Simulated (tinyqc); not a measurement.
# Nanowire ballistic transistor, top-of-the-barrier model, step by step

tinyqc, about 0.06 s, one thread, Intel Xeon 2.30GHz (shared host): `OMP_NUM_THREADS=1 python tinyqc.py 2400148 2400149 out.jsonl` Printed values are rounded.

At the top of the source barrier, states moving towards the drain are filled by the source (Fermi level 0) and states moving back by the drain (Fermi level -q Vd); nothing scatters. U is the shift of the band edge there, set by the capacitances CG, CD and CS (the total) and by the charge. Parabolic one-dimensional subband; the source is grounded.

Values chosen for this exercise; mass and valleys made up: temperature T = 150 K; effective mass m = 0.05 m0; valley degeneracy gv = 4; relative permittivity of the gate insulator eox = 16; insulator thickness tox = 2.5 nm; wire diameter d = 2 nm; gate control CG/CS aG = 0.93; drain control CD/CS aD = 0.047; band edge at the barrier top above the source Fermi level at zero bias E0 = 0.17 eV; gate voltage Vg = 0.8 V; drain voltage Vd = 0.1 V.

Constants: q = 1.602176634e-19 C, kB = 1.380649e-23 J/K, hbar = 1.054571817e-34 J s, h = 6.62607015e-34 J s, m0 = 9.1093837015e-31 kg, Vt = kB T/q, eps0 = 8.8541878128e-14 F/cm where lengths are in cm. Results are converted to the units shown.

## Density of states, capacitances and charge at zero bias

N0 = gv sqrt(2 m kB T/pi)/hbar, CG = 2 pi eps0 eox/ln(1 + 2 tox/d), CS = CG/aG, n0 = n at U = 0 and Vd = 0. eta1 = -(E0 + U)/Vt, eta2 = eta1 - Vd/Vt, n = (N0/2)[F_(-1/2)(eta1) + F_(-1/2)(eta2)], F_(-1/2)(x) = (1/sqrt(pi)) int_0^infinity u^(-1/2)/(1 + exp(u - x)) du. UL = -(aG Vg + aD Vd).

N0 = 2.939278e6 cm^-1
CG = 7.105255 pF/cm
CS = 7.640059 pF/cm
n0 = 5.708098 cm^-1
UL = -0.7487 eV

## Iteration 1: self-consistent potential at the barrier top

U at the start (U = UL) = -0.7487 eV

eta1 = -(E0 + U)/Vt, eta2 = eta1 - Vd/Vt, n = (N0/2)[F_(-1/2)(eta1) + F_(-1/2)(eta2)], F_(-1/2)(x) = (1/sqrt(pi)) int_0^infinity u^(-1/2)/(1 + exp(u - x)) du. U(out) = UL + q (n - n0)/CS. Newton step: U(new) = U + (U(out) - U)/(1 + CQ/CS), CQ = (q/Vt) dn/d(eta1) with both F' summed; F' = dF_(-1/2)/dx.

eta1 = 44.77023
eta2 = 37.03389
n = 2.118225e7 cm^-1
U(out) = -0.3044927 eV
CQ = 3.227283 pF/cm
U after iteration 1 = -0.4364093 eV

## Iteration 2: self-consistent potential at the barrier top

As before.

eta1 = 20.61034
eta2 = 12.87400
n = 1.345601e7 cm^-1
U(out) = -0.4665177 eV
CQ = 5.157817 pF/cm
U after iteration 2 = -0.4543834 eV

## Course of the iteration: self-consistent potential at the barrier top

Stop when U changes by less than 1e-9 eV, or after 90 iterations.

Course of the iteration:
```
iteration      U (eV)  |change| (eV)
1          -0.4364093          0.312
2          -0.4543834         0.0180
3          -0.4545461        1.63e-4
4          -0.4545461        1.21e-8
5          -0.4545461        < 1e-13
```

Converged in 5 iterations. At the end the number of correct digits about doubles with each step.

## Current, mean velocity and share of the gate voltage

converged U = -0.4545461 eV

N0 = gv sqrt(2 m kB T/pi)/hbar, CG = 2 pi eps0 eox/ln(1 + 2 tox/d), CS = CG/aG, n0 = n at U = 0 and Vd = 0. eta1 = -(E0 + U)/Vt, eta2 = eta1 - Vd/Vt, n = (N0/2)[F_(-1/2)(eta1) + F_(-1/2)(eta2)], F_(-1/2)(x) = (1/sqrt(pi)) int_0^infinity u^(-1/2)/(1 + exp(u - x)) du. I = gv (2 q^2/h) Vt [ln(1 + exp eta1) - ln(1 + exp eta2)]. Mean velocity I/(q n). CQ = (q/Vt) dn/d(eta1); the band edge follows the gate as -dU/dVg = aG/(1 + CQ/CS).

eta1 = 22.01347
n = 1.402688e7 cm^-1
I = 30.99236 uA
mean velocity = 1.379060e7 cm/s
CQ = 4.933548 pF/cm
-dU/dVg = 0.5650928 eV/V

The carriers from the source are degenerate (eta1 = 22.0), and the mean velocity is 0.811 times vT = sqrt(2 kB T/(pi m)) = 1.70e7 cm/s. The drain fills a good part of the returning states, which lowers the mean.
